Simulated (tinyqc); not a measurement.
RHF in the sto-3g basis, for H6, spin multiplicity 1, step by step. One step of it, computed by the program tinyqc.

Task: Orthogonalisation. S = U s U^T; canonical form X = U s^(-1/2), so that X^T S X = 1. Each column of U has its largest component positive (the first on a tie).

overlap S, order 1H 1s, 2H 1s, 3H 1s, 4H 1s, 5H 1s, 6H 1s:
$$\begin{pmatrix}
1.000000 & 0.637029 & 0.129970 & 0.032267 & 0.002309 & 0.000287 \\
0.637029 & 1.000000 & 0.401291 & 0.129970 & 0.014128 & 0.002309 \\
0.129970 & 0.401291 & 1.000000 & 0.637029 & 0.129760 & 0.032203 \\
0.032267 & 0.129970 & 0.637029 & 1.000000 & 0.400775 & 0.129760 \\
0.002309 & 0.014128 & 0.129760 & 0.400775 & 1.000000 & 0.637029 \\
0.000287 & 0.002309 & 0.032203 & 0.129760 & 0.637029 & 1.000000
\end{pmatrix}$$

Give: eigenvalues of S; X.

Result:

eigenvalues of S: [0.211, 0.310, 0.458, 1.190, 1.679, 2.152]

X, order 1H 1s, 2H 1s, 3H 1s, 4H 1s, 5H 1s, 6H 1s:
$$\begin{pmatrix}
0.540 & -0.806 & 0.668 & -0.423 & -0.373 & 0.200 \\
-0.850 & 0.941 & -0.470 & -0.235 & -0.383 & 0.273 \\
1.167 & -0.277 & -0.651 & 0.432 & -0.107 & 0.344 \\
-1.166 & -0.279 & 0.651 & 0.432 & 0.107 & 0.344 \\
0.848 & 0.942 & 0.470 & -0.235 & 0.384 & 0.272 \\
-0.538 & -0.807 & -0.668 & -0.423 & 0.374 & 0.200
\end{pmatrix}$$
